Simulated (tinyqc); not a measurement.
# Minority carriers and saturation current of a heavily doped emitter, step by step

Computed by the program tinyqc: `OMP_NUM_THREADS=1 python tinyqc.py 2330046 2330047 out.jsonl`, one thread of a shared Intel Xeon 2.30GHz, about 0.01 s for the whole run. Printed values are rounded.

n-type, parabolic bands, full ionisation. eta = (EF - Ec)/kB T solves N = Nc F12(eta), F12(x) = (2/sqrt(pi)) int_0^infinity sqrt(u)/(1 + exp(u - x)) du. The gap shrinks rigidly by dEg = E1 [ln(N/N0) + sqrt(ln^2(N/N0) + 0.5)], an empirical law that is here taken as the true narrowing.

Inputs (values chosen for the exercise); band and dielectric values those of a made-up semiconductor: temperature T = 350 K; band gap Eg = 1.35 eV; conduction-band density of states at 350 K Nc = 3.86e19 cm^-3; valence-band density of states at 350 K Nv = 2.56e19 cm^-3; ionised donor density N = 1.7e20 cm^-3; energy of the narrowing law E1 = 9.6 meV; density of the narrowing law N0 = 1.1e17 cm^-3; minority-hole mobility mup = 220 cm^2/(V s); Auger coefficient Cn = 1.8e-31 cm^6/s; defect lifetime ts = 0.23 us; emitter width W = 1100 nm; recombination velocity at the contact S = 3.6e5 cm/s.

Constants: q = 1.602176634e-19 C, kB = 1.380649e-23 J/K, Vt = kB T/q. Results are converted to the units shown.

Range of the model: Band tails, non-parabolic bands and incomplete ionisation are left out.

## Iteration 1: Fermi level

eta at the start (Boltzmann value) = 1.4825

Newton step on ln F12(eta) = ln(N/Nc): eta(new) = eta - ln(Nc F12/N) F12/Fm, Fm(x) = dF12/dx = (1/sqrt(pi)) int_0^infinity u^(-1/2)/(1 + exp(u - x)) du.

F12 = 2.12307
Fm = 1.24162
eta after iteration 1 = 2.73020

## Course of the iteration

Stop when eta changes by less than 1e-9.

Course of the iteration:
```
iteration      eta    change
1          2.73020      1.25
2          2.94927     0.219
3          2.95480   5.53e-3
4          2.95480   3.37e-6
5          2.95480  1.25e-12
```

Converged in 5 iterations.

## Effective intrinsic density

converged eta = 2.95480

ni = sqrt(Nc Nv) exp(-Eg/(2 Vt)), Eg in volts; degeneracy factor g = F12(eta) exp(-eta); nie^2 = ni^2 exp(dEg/kB T) g, p0 = nie^2/N; apparent narrowing dEg + kB T ln g.

ni = 5.99572e9 cm^-3
dEg = 141.313 meV
g = 0.229407
apparent narrowing = 96.9088 meV
nie = 2.98919e10 cm^-3
p0 = 5.25605 cm^-3

Narrowing multiplies p0 by 108 and degeneracy by 0.229.

## Saturation current

1/tau = Cn N^2 + 1/ts, D = mup Vt, L = sqrt(D tau); J0 = (q p0 D/L)(s + tanh(W/L))/(1 + s tanh(W/L)), s = S L/D; the share recombining inside is 1 - 1/[cosh(W/L)(1 + tanh(W/L)/s)].

tau = 0.192073 ns
L = 356.998 nm
s = 1.93689
J0 = 156.730 fA/cm^2
share recombining inside = 93.9496 %

The emitter is opaque: W exceeds two diffusion lengths, and the contact matters little.
